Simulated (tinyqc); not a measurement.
Photoconductance decay in a wafer: bulk and surface recombination modes, and iron detection by pair splitting: one step, computed by the program tinyqc.

Both faces of the wafer have the same S; injection is low and all coefficients are constant. x runs from -W/2 to W/2.

Question. Decay rates of the even modes. Even modes cos(a x) obey b tan b = S W/(2 D) with b = a W/2, odd modes sin(a x) obey -b cot b = S W/(2 D); each decays at the rate 1/tau_b + D a^2.

Inputs (values chosen for the exercise, modelled on p-type silicon): thickness W = 300 micrometre; diffusivity D = 28.6 cm^2/s; bulk lifetime tau_b without iron = 24 microsecond; surface recombination velocity S = 22000 cm/s.

Give: the table «The first four even modes: b, surface rate and decay time» with the columns b_n, surface rate D a^2 (1/s), decay time (microsecond), for n = 0, 1, 2, 3.

Answer.

The first four even modes: b, surface rate and decay time:
```
n    b_n  surface rate D a^2 (1/s)  decay time (microsecond)
0   1.45                 2.658e+05                     3.252
1   4.35                 2.407e+06                     0.408
2   7.29                 6.756e+06                     0.147
3  10.27                 1.340e+07                     0.074
```
